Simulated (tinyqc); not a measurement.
Stillinger-Weber potential for a tetrahedral semiconductor: one step, computed by the program tinyqc.

With x = r/sigma: pair term eps A (B x^-4 - 1) exp(1/(x - a)); for each pair of neighbours j, k of atom i, three-body term eps lambda exp(gamma/(x_ij - a) + gamma/(x_ik - a)) (cos theta_jik + 1/3)^2; both vanish beyond x = a. A = 7.049556277, B = 0.6022245584, a = 1.8.

Task: The diamond lattice. All angles are tetrahedral, so only the pair term acts; its minimum lies at x = 2^(1/6) with depth eps, and second neighbours lie beyond the cut-off. a0 = 4 d/sqrt3; E = -2 eps per atom.

Inputs (values chosen for the exercise, modelled on silicon): energy scale eps = 2.284 eV; length scale sigma = 2.083 angstrom.

Give: bond length d; lattice constant a0; energy per atom.

Result:

bond length d = 2.338 angstrom

lattice constant a0 = 5.400 angstrom

energy per atom = -4.568 eV
